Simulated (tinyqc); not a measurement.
Microkinetic model of a Langmuir-Hinshelwood surface reaction A + (1/2) B2 = AB with Bronsted-Evans-Polanyi barriers: one step, computed by the program tinyqc.

A adsorbs in equilibrium; B2 dissociates irreversibly on two free sites; adsorbed A and B react irreversibly and AB leaves at once. theta_A + theta_B + theta_* = 1.

Task: Constants. K_A = exp(-(E_A + T S_A)/(k_B T)) per bar; barriers E1 = max(b1 + a1 2 E_B, 0), E2 = b2 - a2 (E_A + E_B); k1 = (k_B T/h) exp(-S_B/k_B) exp(-E1/(k_B T)) per bar, k2 = (k_B T/h) exp(-E2/(k_B T)), h = 2 pi hbar.

Inputs (values chosen for the exercise, for a model catalyst):
```
quantity                               value   unit
adsorption energy of A, E_A           -0.954     eV
adsorption energy per B atom, E_B      -1.02     eV
entropy loss of A, S_A                   1.5  meV/K
entropy loss of B2, S_B                  1.3  meV/K
slope a1 of the dissociation barrier    0.77      -
intercept b1                             1.5     eV
slope a2 of the reaction barrier        0.38      -
intercept b2                            0.25     eV
temperature T                            525      K
```

Constants: k_B = 8.617333262e-05 eV/K; hbar = 6.582119569e-16 eV s.

Give: barrier E1; barrier E2; K_A; k1; k2.

Result:

barrier E1 = 0 eV

barrier E2 = 1.00012 eV

K_A = 39.658 1/bar

k1 = 3.0710e+06 1/(bar s)

k2 = 2743.2 1/s

Caution: the linear relation gives a negative E1, which is set to zero: dissociation is not activated.
